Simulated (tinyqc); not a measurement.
# Schottky barrier on an n-type semiconductor, non-linear Poisson equation by Newton steps, step by step

Numbers from tinyqc (`OMP_NUM_THREADS=1 python tinyqc.py 2020085 2020086 out.jsonl`; about 0.04 s on one thread of a shared Intel Xeon 2.30GHz). Printed values are rounded; ~0 in a residual or rate marks an entry under 1e-11 of the largest of its column.

One dimension, metal at x = 0, donor density C(x) = Nd, uniform. Energies are counted from the electron Fermi level of the semiconductor and the conduction-band edge is Ec = -psi, so n = Nc exp(psi/Vt); holes follow the Fermi level of the metal, at -V, so p = Nv exp((V - psi - Eg)/Vt). Ends: psi(0) = V - phiB and psi = Vt ln(Nd/Nc) deep inside. Boltzmann statistics, full ionisation, no current, no image force in the Poisson equation.

Values chosen for this exercise; band and dielectric values close to those of gallium arsenide:

| symbol | value | unit | meaning |
|---|---|---|---|
| T | 300 | K | temperature |
| Eg | 1.43 | eV | band gap |
| eps_r | 12.9 |  | relative permittivity |
| Nc | 4.45e17 | cm^-3 | conduction-band density of states at T |
| Nv | 9.05e18 | cm^-3 | valence-band density of states at T |
| Nd | 6.6e15 | cm^-3 | donor density deep in the semiconductor |
| phiB | 0.6 | eV | barrier height |
| V | -2.1 | V | bias of the metal against the semiconductor |

Constants: q = 1.602176634e-19 C, kB = 1.380649e-23 J/K, Vt = kB T/q, eps0 = 8.8541878128e-14 F/cm where lengths are in cm. Results are converted to the units shown.

## End potentials, built-in voltage, Debye length

psi_0 = V - phiB, psi_b = Vt ln(Nd/Nc), Vbi = phiB - Vt ln(Nc/Nd), LD = sqrt(eps0 eps_r Vt/(q Nd)), W = sqrt(2 eps0 eps_r (Vbi - V)/(q Nd)), hole density at the metal p_0 = Nv exp((phiB - Eg)/Vt).

psi_0 = -2.7 V
psi_b = -0.1088629 V
Vbi = 0.4911371 V
LD = 52.84320 nm
W for uniform Nd = 748.1734 nm
p_0 = 1.031009e5 cm^-3

The hole density at the metal is 1.6e-11 times Nd, so holes hardly matter.

## Doping on the mesh

x, node 0 to 9 (nm): [0, 72, 159, 265, 392, 547, 734, 961, 1230, 1570]

C = Nd, uniform, taken at the nodes.

donor density C, node 0 to 9 (cm^-3): [6.6e15, 6.6e15, 6.6e15, 6.6e15, 6.6e15, 6.6e15, 6.6e15, 6.6e15, 6.6e15, 6.6e15]

## Couplings between neighbouring nodes

a_i = eps0 eps_r/h_i for the interval from node i to i + 1, with h_i = x_(i+1) - x_i in cm.

coupling a_i, interval 0 to 8 (F/cm^2): [1.586375e-7, 1.312862e-7, 1.077538e-7, 8.993624e-8, 7.368969e-8, 6.107969e-8, 5.031675e-8, 4.246060e-8, 3.359383e-8]

## Starting potential

The parabola psi_b - (psi_b - psi_0)(1 - x/W)^2 for x < W and psi_b beyond, with psi_0 = V - phiB, psi_b = Vt ln(Nd/Nc), W = sqrt(2 eps0 eps_r (psi_b - psi_0)/(q Nd)).

psi at the start, node 0 to 9 (V): [-2.700000, -2.225284, -1.715701, -1.189530, -0.696094, -0.296201, -0.109793, -0.108863, -0.108863, -0.108863]

## Iteration 1: densities, residual and Jacobian diagonal

n_i = Nc exp(psi_i/Vt), p_i = Nv exp((V - psi_i - Eg)/Vt), rho_i = p_i - n_i + C_i, g_i = (n_i + p_i)/Vt. Box widths w_i = (h_(i-1) + h_i)/2 in cm. Residual F_i = a_i (psi_(i+1) - psi_i) - a_(i-1) (psi_i - psi_(i-1)) + q rho_i w_i; Jacobian: a_(i-1) and a_i beside the diagonal, b_i = -a_(i-1) - a_i - q g_i w_i on it. The two end nodes are fixed.

n, node 0 to 9 (cm^-3): [1.951445e-28, 1.841784e-20, 6.696561e-12, 0.004625274, 9.005363e5, 4.703234e12, 6.366818e15, 6.6e15, 6.6e15, 6.6e15]
p, node 0 to 9 (cm^-3): [1.031009e5, 0.001092395, 3.004462e-12, 4.349919e-21, 2.234176e-29, 4.277815e-36, 3.160066e-39, 3.048419e-39, 3.048419e-39, 3.048419e-39]
residual F, node 1 to 8 (C/cm^2): [~0, ~0, ~0, -2.034381e-18, -1.288555e-11, -1.056564e-8, -4.678915e-11, ~0]
diagonal b, node 1 to 8 (F/cm^2): [-2.899238e-7, -2.390400e-7, -1.976900e-7, -1.636259e-7, -1.352678e-7, -9.281838e-7, -1.107183e-6, -1.321565e-6]

## Iteration 1: Newton step

Solve the tridiagonal system a_(i-1) d_(i-1) + b_i d_i + a_i d_(i+1) = -F_i for nodes 1 to 8, with d = 0 on fixed nodes. Half of the step is added while the largest |d| exceeds 1.5 Vt, the full step after that.

Newton step d, before damping, node 1 to 8 (V): [-0.00119162, -0.00263149, -0.00438581, -0.00648769, -0.00905298, -0.01201079, -0.00058882, -0.00001892]
psi after iteration 1, node 0 to 9 (V): [-2.700000, -2.226475, -1.718332, -1.193916, -0.702581, -0.305254, -0.121804, -0.109452, -0.108882, -0.108863]

## Iteration 2: densities, residual and Jacobian diagonal

As before.

n, node 0 to 9 (cm^-3): [1.951445e-28, 1.758816e-20, 6.048460e-12, 0.003903544, 7.006688e5, 3.313700e12, 4.000830e15, 6.451373e15, 6.595172e15, 6.6e15]
p, node 0 to 9 (cm^-3): [1.031009e5, 0.001143927, 3.326395e-12, 5.154180e-21, 2.871480e-29, 6.071631e-36, 5.028848e-39, 3.118649e-39, 3.050651e-39, 3.048419e-39]
residual F, node 1 to 8 (C/cm^2): [~0, ~0, ~0, -5.900776e-20, -7.053901e-13, -1.963447e-9, -6.750995e-12, -8.619530e-15]
diagonal b, node 1 to 8 (F/cm^2): [-2.899238e-7, -2.390400e-7, -1.976900e-7, -1.636259e-7, -1.351206e-7, -6.246556e-7, -1.084340e-6, -1.320654e-6]

## Iteration 2: Newton step

As before.

Newton step d, before damping, node 1 to 8 (in units of 1e-3 V): [-0.333644, -0.736798, -1.227997, -1.816508, -2.534770, -3.404344, -0.164405, -0.005292]
psi after iteration 2, node 0 to 9 (V): [-2.700000, -2.226809, -1.719069, -1.195144, -0.704398, -0.307789, -0.125208, -0.109616, -0.108887, -0.108863]

## Course of the Newton iteration

Stop when the largest undamped |d| is below 1e-9 V, or after 80 iterations.

Course of the iteration:
```
iteration  largest |F| (C/cm^2)  largest |d| (V)  at node
1                       1.06e-8           0.0120        6
2                       1.96e-9          3.40e-3        6
3                      1.10e-10          2.15e-4        6
4                      4.00e-13          7.84e-7        6
5                      5.31e-18         1.04e-11        6
```

Converged in 5 iterations. Once the step is below 0.1 Vt, 2 more iteration(s) reach the threshold: near the solution the error is roughly squared each time.

## Converged densities, field and barrier lowering

converged psi, node 0 to 9 (V): [-2.700000, -2.226830, -1.719116, -1.195221, -0.704513, -0.307949, -0.125423, -0.109627, -0.108887, -0.108863]

n and p as above; E_i = -(psi_(i+1) - psi_i)/h_i; at the metal |E_0| = |E on interval 0| + q rho_0 (h_0/2)/(eps0 eps_r), rho_0 = p_0 - n_0 + C_0; image-force lowering dphi = sqrt(q |E_0|/(4 pi eps0 eps_r)).

n, node 0 to 9 (cm^-3): [1.951445e-28, 1.734846e-20, 5.867916e-12, 0.003711285, 6.502283e5, 2.985634e12, 3.478097e15, 6.407861e15, 6.593735e15, 6.6e15]
p, node 0 to 9 (cm^-3): [1.031009e5, 0.001159732, 3.428741e-12, 5.421186e-21, 3.094231e-29, 6.738793e-36, 5.784648e-39, 3.139826e-39, 3.051315e-39, 3.048419e-39]
field E, interval 0 to 8 (kV/cm): [-65.71804, -58.35795, -49.42401, -38.63847, -25.58473, -9.76076, -0.69589, -0.02748, -0.00072]
|E_0| at the metal = 69.05091 kV/cm
image-force lowering = 27.76296 mV

A mesh of about 1000 nodes or more gives |E_0| = 68.92 kV/cm; the 10-node value is 0.19 % above it.

## Check against the first integral

First integral for uniform doping: E_0^2 = (2 q/(eps0 eps_r)) [Nd (U - Vt + Vt exp(-U/Vt)) + Vt p_0], U = Vbi - V, Vbi = phiB - Vt ln(Nc/Nd), p_0 = Nv exp((phiB - Eg)/Vt) (deep holes neglected). Image-force lowering dphi = sqrt(q E_0/(4 pi eps0 eps_r)), at x_m = sqrt(q/(16 pi eps0 eps_r E_0)). Depletion approximation: E = sqrt(2 q Nd U/(eps0 eps_r)).

E_0 = 68.91928 kV/cm
dphi = 27.73649 mV
x_m = 2.012244 nm
field in the depletion approximation = 69.26569 kV/cm

The depletion approximation is 0.50 % above the exact field. The lowering is 1.1 Vt, a factor of 2.92 in a thermionic current.
